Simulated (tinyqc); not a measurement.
# Landau-Devonshire theory of a uniaxial ferroelectric, step by step

A worked calculation. Computed by tinyqc, a small Python program that keeps every step. Command: `OMP_NUM_THREADS=1 python tinyqc.py 3012329 3012330 out.jsonl ferro walk`. One thread of a shared host (Intel(R) Xeon(R) Processor @ 2.30GHz), about 0.01 s of CPU time with the checks. Intermediate numbers are printed to about 7 digits and carried at full precision; extremes and crossings named in words are read from the listed rows.

G(P) = (alpha/2) P^2 + (beta*/4) P^4 + (gamma/6) P^6 - E P per volume, SI units, one domain, P along the polar axis, which is normal to the film.

Inputs (values chosen for the exercise, modelled on barium titanate): alpha_0 = 671000 J m/(C^2 K); Curie-Weiss temperature T0 = 381 K; beta = -7.85e+08 J m^5/C^4; gamma = 1.72e+10 J m^9/C^6; temperature T = 326 K; misfit strain u_m = -0.012; electrostriction Q12 = -0.043 m^4/C^2; compliance s11 + s12 = 5.6e-12 m^2/N; applied field E = 7.5 MV/m; film thickness d = 14 nm; screening length lambda = 0.024 nm; background permittivity eps_b = 10; gradient coefficient g = 2.3e-11 J m^3/C^2; series capacitance C_d = 1.1 microfarad/cm^2; start of Newton steps P0/Ps = 1.3.

Sample: epitaxial film.

Constants: eps_0 = 8.8541878128e-12 F/m.

## Coefficients at T

alpha = alpha_0 (T - T0*), with clamping: T0* = T0 + 4 Q12 u_m/(alpha_0 (s11 + s12)), beta* = beta + 4 Q12^2/(s11 + s12).

T0* = 930.2868 K

alpha = -4.054764e+08 J m/C^2

beta* = 5.357143e+08 J m^5/C^4

Compression raises T0 by 549 K. beta* > 0: the transition is of second order, although the free crystal has a first-order one. Caution: a shift of T0 this large is beyond the range where constant coefficients hold.

## Spontaneous polarisation, susceptibility, coercive field

Ps^2 = [-beta* + sqrt(beta*^2 - 4 alpha gamma)]/(2 gamma). chi = 1/(eps_0 G''), G'' = alpha + 3 beta* P^2 + 5 gamma P^4 at Ps. Ps, chi and the coercive field are for perfect screening, without a depolarising field. The intrinsic coercive field is |alpha P + beta* P^3 + gamma P^5| at the P_c where G'' = 0. 1 C/m^2 = 100 microcoulomb/cm^2.

spontaneous polarisation Ps = 37.24965 microcoulomb/cm^2

susceptibility chi = 76.66152

well depth G(Ps) = -17.89428 MJ/m^3

P_c = 24.48544 microcoulomb/cm^2

intrinsic coercive field = 76.28046 MV/m

P_c/Ps = 0.657, above the 0.577 of a quartic well, as the sixth-order term matters. Real switching runs by domain nucleation at far lower fields. Caution: far below T0* the expansion with linear alpha(T) is only a fit.

## Polarisation in the field by Newton steps

Solve G'(P) = alpha P + beta* P^3 + gamma P^5 - E = 0 by P(new) = P - G'/G'' from P0; stop when the step is below 1e-11 C/m^2 (G' under 1e-6 MV/m is shown as 0).

Newton steps:
```
step  P (microcoulomb/cm^2)     G' (MV/m)  G'' (MJ m/C^2)
1                  48.42454  3.149716e+02        4700.292
2                  41.72343  7.971709e+01        2480.568
3                  38.50977  1.262101e+01        1724.258
4                  37.77780  5.493307e-01        1575.531
5                  37.74294  1.200080e-03        1568.650
6                  37.74286             0        1568.635
```

P at the end of the steps = 37.74286 microcoulomb/cm^2

1/(eps_0 G'') there = 71.99949

The linear estimate Ps + eps_0 chi E gives 37.759; the field lowers chi by 6.1 %.

## The 180-degree wall

With the term (g/2) (dP/dx)^2, (g/2) P'^2 = G(P) - G(Ps) across the wall: energy = int_(-Ps)^(Ps) sqrt(2 g [G(P) - G(Ps)]) dP (40 Gauss-Legendre points); width = 2 Ps over the slope at P = 0, sqrt(2 |G(Ps)|/g). Elastic coupling inside the wall is left out.

wall energy = 14.83411 mJ/m^2

wall width = 0.5972332 nm

Caution: a wall under 0.8 nm, some two lattice spacings, wide is outside the continuum picture.

## A capacitor with imperfect screening

Between shorted electrodes with screening length lambda each, the depolarising field is -k P, k = 2 lambda/(eps_0 (d + 2 lambda eps_b)), so alpha turns into alpha + k. The polar state is the lowest uniform state while alpha + k < 0 (beta* > 0) or < 3 beta*^2/(16 gamma) (beta* < 0); setting the equality gives the critical thickness d_c.

depolarising coefficient k = 3.743897e+08 J m/C^2

polarisation of the film = 17.23444 microcoulomb/cm^2

size of the depolarising field = 64.52396 MV/m

critical thickness d_c = 12.88986 nm

The film keeps 46 % of Ps.

## Thickness series

Domains are left out, though they can pre-empt both the loss of P and the state at P = 0. The second and third columns are for the shorted capacitor, polar only where it is the lowest uniform state: alpha + k < 0 (beta* > 0) or < 3 beta*^2/(16 gamma) (beta* < 0). The last column is another circuit, the film in series with C_d at P = 0: 1/C = (alpha d)/(1 + alpha eps_0 eps_b) + 1/C_d, and P = 0 is locally stable while 1/C > 0; a dash marks the rest.

Against thickness:
```
d (nm)  P (microcoulomb/cm^2)  depolarising field (MV/m)  C of the stack / C_d
1                     0.00000                    0.00000              1.004648
2                     0.00000                    0.00000              1.009339
3                     0.00000                    0.00000              1.014074
5                     0.00000                    0.00000              1.023679
8                     0.00000                    0.00000              1.038433
15                   20.78816                   72.80106              1.074570
30                   31.70383                   56.38834              1.161157
60                   34.76038                   31.15768              1.384236
150                  36.30585                   13.07948              3.267441
```

The polar state appears between 8 and 15 nm (d_c = 12.9 nm), and at 150 nm P is 97.5 % of Ps. The stack exceeds C_d wherever it is stable, up to 3.27 times: the ferroelectric held at P = 0 acts as a negative capacitance.

Checks made by the program: Ps against a numerical root of G'(P)/P (relative difference below 1e-10).
